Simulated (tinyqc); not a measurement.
CIS and TDHF on RHF in the 6-311g basis, for He, spin multiplicity 1, step by step. One step of it, computed by the program tinyqc.

Task: CIS matrix, triplets. A(ia,jb) = (e_a - e_i) d_ij d_ab - (ij|ab).

orbital energies (hartree): MO1 -0.916871, MO2 0.829434, MO3 6.313546

Two-electron integrals over orbitals (pq|rs), unique and non-zero (hartree):
```
p,q,r,s,(pq|rs)
1,1,1,1,1.026153
2,1,1,1,-0.277318
2,1,2,1,0.146549
2,2,1,1,0.659589
2,2,2,1,-0.113630
2,2,2,2,0.506646
3,1,1,1,-0.173910
3,1,2,1,0.125599
3,1,2,2,-0.078781
3,1,3,1,0.216548
3,2,1,1,0.229495
3,2,2,1,-0.120916
3,2,2,2,0.102674
3,2,3,1,-0.148688
3,2,3,2,0.127591
3,3,1,1,1.176980
3,3,2,1,-0.380997
3,3,2,2,0.727303
3,3,3,1,-0.386668
3,3,3,2,0.380658
3,3,3,3,1.599956
```

Give: CIS matrix A, triplet.

Result:

CIS matrix A, triplet (hartree):
```
,1>2,1>3
1>2,1.0867,-0.2295
1>3,-0.2295,6.0534
```
